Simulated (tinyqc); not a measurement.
From Debye to Thomas-Fermi: static screening by free carriers.

kF = (3 pi^2 n/Mv)^(1/3), EF = c kF^2/m with c = hbar^2/2m0, n in 1/angstrom^3 (1e-24 per 1/cm^3), e2 = e^2/(4 pi eps0). Thomas-Fermi: qTF^2 = 6 pi e2 n/(eps EF). Debye: qD^2 = 4 pi e2 n/(eps kB T).

F_j(eta) = (1/Gamma(j + 1)) integral_0^infinity x^j dx/(1 + exp(x - eta)), which tends to exp(eta) for eta << 0.

At finite T: qs^2 = qD^2 F_-1/2(eta)/F_1/2(eta), where n = Mv N F_1/2(eta) and N = 2 (m kB T/(4 pi c))^(3/2) with c = hbar^2/2m0, in 1/angstrom^3; times 1e24 for 1/cm^3.

Constants: hbar^2/2m0 = 3.80998211 eV angstrom^2; e^2/(4 pi eps0) = 14.39964547 eV angstrom; kB = 8.617333262e-05 eV/K.

Inputs chosen for the exercise (near those of SiC; the results hold for these values, not for the real material):
- m = 0.3861 m0 (mass of one isotropic valley)
- Mv = 3 (valleys)
- eps = 9.95 (background dielectric constant)
- T = 77 K

Screening lengths (angstrom):
```
n (1/cm^3)    eta  Debye  Thomas-Fermi  finite T
7.0e+15     -5.81  228.3         29.50     228.4
5.0e+16     -3.84  85.42         21.26     85.74
2.0e+17     -2.43  42.71         16.87     43.35
9.0e+17     -0.82  20.13         13.13     21.44
4.0e+18      1.12  9.551         10.24     11.99
1.0e+19      2.87  6.040         8.789     9.270
5.0e+19      9.20  2.701         6.722     6.756
1.0e+20     14.69  1.910         5.988     6.000
```

Debye is within 5 % of the finite-T length up to 2e+17 1/cm^3 of the densities listed and Thomas-Fermi from 5e+19 on. The length goes as n^-0.50 at the low end and n^-0.17 at the high end, against the limits -1/2 and -1/6. Both limits give too short a length.

Program tinyqc; command `OMP_NUM_THREADS=1 python tinyqc.py 1651659 1651660 out.jsonl`; about 0.01 s on one thread of a shared Intel(R) Xeon(R) Processor @ 2.30GHz.
